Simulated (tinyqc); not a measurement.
Trench capacitor in an array: capacitance, non-linearity, leakage and relaxation: one step of the calculation.

A film between two metal electrodes, each interface adding a series capacitance ci. The small-signal permittivity is ek (1 + aq E^2); the field is found with the linear permittivity. Leakage J = J0 sinh(E/Ef). After a voltage step the film passes a relaxation current kr C V tt^(-nr), tt being the time in seconds. The sidewall is a coaxial capacitor with radii a = dm/2 - t and b = dm/2, depth AR dm; the end face is left out.

Task. Cell capacitance, fields and time constant. Per length 1/c = ln(b/a)/(2 pi eps0 ek) + (1/a + 1/b)/(2 pi ci); cell capacitance c AR dm; per footprint over pt^2; fields c V/(2 pi eps0 ek r) at r = a and b; resistance of the inner electrode rho AR dm/(pi a^2); time constant R C/3 of the distributed line.

Parameters, values chosen for the exercise; permittivity of the order of that of strontium titanate: relative permittivity of the film ek = 150; film thickness t = 16 nm; capacitance of each electrode interface (dead layer and screening) ci = 1000 uF/cm^2; bias V = 1.9 V; diameter of the hole dm = 190 nm; aspect ratio, depth over diameter AR = 50; pitch of the square array pt = 380 nm; resistivity of the inner electrode rho = 200 uohm cm.

Constants: eps0 = 8.8541878128e-14 F/cm where lengths are in cm. Results are converted to the units shown.

Give: a; b; cell capacitance; capacitance per footprint; field at a; field at b; R; R C/3.

Result.

a = 79.00 nm
b = 95.00 nm
cell capacitance = 422.8 fF
capacitance per footprint = 292.8 uF/cm^2
field at a = 1.283 MV/cm
field at b = 1.067 MV/cm
R = 0.9691 kohm
R C/3 = 136.6 ps

The array gives 35.9 times the planar capacitance per footprint; curvature makes the field at the inner electrode 1.10 times the planar value.

tinyqc, about 0.01 s, one thread, Intel Xeon 2.30GHz (shared host): `OMP_NUM_THREADS=1 python tinyqc.py 2102163 2102164 out.jsonl`
